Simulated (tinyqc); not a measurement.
# Donor or exciton in a quantum well (variational effective-mass method), step by step

A worked calculation. Computed by tinyqc, a small Python program that keeps every step. Command: `OMP_NUM_THREADS=1 python tinyqc.py 3022431 3022432 out.jsonl welldonor walk`. One thread of a shared host (Intel(R) Xeon(R) Processor @ 2.30GHz), about 0.06 s of CPU time with the checks. Intermediate numbers are printed to about 7 digits and carried at full precision; extremes and crossings named in words are read from the listed rows.

H = -nabla^2 - 2/|r - r_i| + V(z) in effective units; trial function psi = f(z) exp(-|r - r_i|/lambda), f the ground state of the well. Mass and screening are the same in well and barrier; l = L/a* is the width in effective units. Bands are flat: no polarisation or applied field.

Inputs (values chosen for the exercise, for a model semiconductor):

| quantity | value | unit |
|---|---|---|
| electron mass m | 0.0243 | m_0 |
| dielectric constant eps | 16.8 | - |
| well width L | 22 | nm |
| trial radius lambda | 0.48 | a* |
| donor position z_i/L from the centre | 0.2 | - |

Centre: donor. Barriers: infinite.

Constants: Ry = 13.605693123 eV; a_0 = 0.529177210903 angstrom; hbar^2/(2 m_0) = 3.80998212 eV angstrom^2.

## Effective units

Ry* = Ry m/eps^2, a* = a_0 eps/m; l = L/a*.

mass used = 0.0243 m_0

Ry* = 1.171409 meV

a* = 36.58509 nm

l = 0.6013378

## The subband

k = pi/l; f = cos(k z) inside and zero outside; subband energy k^2 Ry*.

k = 5.224339 1/a*

subband energy = 31.97209 meV

## Binding at the trial radius

Binding E_b(lambda) = -1/lambda^2 + 4 A/(lambda B), with A = int f^2 exp(-2 s/lambda) dz, B = int f^2 exp(-2 s/lambda)(1 + 2 s/lambda) dz and s = |z - z_i|; 40 Gauss-Legendre points on each piece between the walls at z = -l/2 and l/2 and z_i.

A = 0.1834287 a*

B = 0.2628495 a*

E_b(lambda) = 1.475113 Ry*

## Best radius

Golden-section search for the maximum over lambda from 0.3 to 4, 40 steps.

best lambda = 0.7954358 a*

binding in Ry* = 2.319025

binding energy = 2.716525 meV

radius lambda a* = 29.10109 nm

Confinement changes the binding by a factor 2.319 against the bulk value (limits: 4 in two dimensions, 1 inside a wide well).

## Binding against well width

Each row maximises over lambda (golden section, 0.3 to 4).

Against width:

| L (nm) | lambda (a*) | binding (Ry*) | binding (meV) |
|---|---|---|---|
| 1.8 | 0.540385 | 3.693058 | 4.326080 |
| 3.3 | 0.569681 | 3.489458 | 4.087581 |
| 6.6 | 0.624716 | 3.145364 | 3.684506 |
| 12.0 | 0.696654 | 2.759274 | 3.232237 |
| 22.0 | 0.795436 | 2.319025 | 2.716525 |
| 40.0 | 0.912087 | 1.888647 | 2.212377 |
| 70.0 | 1.015312 | 1.535404 | 1.798586 |

The binding is largest in the narrowest well, 3.693 Ry* at 1.8 nm, on the way to 4. In the widest well it is 1.535 Ry*. In the narrow rows the confinement energy passes real barrier heights: infinite walls and a parabolic band fail, and with real barriers the binding peaks and falls.

## Binding against position

The formulas are those given above.

Against position:

| z_i/L | lambda (a*) | binding (Ry*) | binding (meV) |
|---|---|---|---|
| 0.0 | 0.724435 | 2.623193 | 3.072830 |
| 0.1 | 0.741995 | 2.538801 | 2.973974 |
| 0.2 | 0.795436 | 2.319025 | 2.716525 |
| 0.3 | 0.882282 | 2.043515 | 2.393790 |
| 0.4 | 0.989152 | 1.787793 | 2.094236 |
| 0.5 | 1.096396 | 1.585327 | 1.857065 |

From the centre to the wall the binding falls from 3.073 to 1.857 meV, 60 % of the centre value, since the walls keep the electron away from an off-centre ion; uniform doping thus gives a band of levels 1.216 meV wide, with a peak in its density at the centre value, where the slope vanishes.

Checks made by the program: the two-dimensional limit, 4 Ry* (relative difference 2e-03).
